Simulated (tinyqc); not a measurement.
Orbital energy against energy difference: ionisation energy by orbital energies and by energy differences in the 6-31g* basis, for BeH2, spin multiplicity 1. Computed by the program tinyqc with PySCF. 

Geometry (angstrom):

| atom | x | y | z |
|---|---|---|---|
| Be | 0.0000 | 0.0000 | 0.0000 |
| H | 0.0000 | 1.2570 | 0.0000 |
| H | 0.0000 | -1.2570 | 0.0000 |

CCSD(T) difference in the same basis = 11.8815 eV

IP-EOM-CCSD = 11.9336 eV

The cation is unrestricted; errors are against CCSD(T) in this basis, not against experiment.

First vertical ionisation energy (eV):

| method | -e(HOMO) | E(cation) - E | error of -e(HOMO) | error of the difference |
|---|---|---|---|---|
| HF | 12.3843 | 11.556144 | 0.5027 | -0.3254 |
| LDA | 7.4607 | 11.805267 | -4.4209 | -0.0763 |
| PBE | 7.4780 | 11.827659 | -4.4036 | -0.0539 |
| B3LYP | 8.6974 | 12.083440 | -3.1841 | 0.2019 |
| PBE0 | 8.8853 | 12.014800 | -2.9963 | 0.1333 |
| CAM-B3LYP | 10.3989 | 12.179017 | -1.4827 | 0.2975 |
| LC-wPBE | 11.8805 | 12.331294 | -0.0010 | 0.4497 |

Koopmans errs by +0.50 eV and Delta-HF by -0.33 eV: relaxation, 0.83 eV, lowers the value and the missing correlation difference works against it. The PBE level is off by -4.4 eV through the wrong tail of its potential, though its energy difference is off by -0.05 eV; exact exchange deepens the level, and among the orbital energies LC-wPBE comes closest; among the differences PBE does.
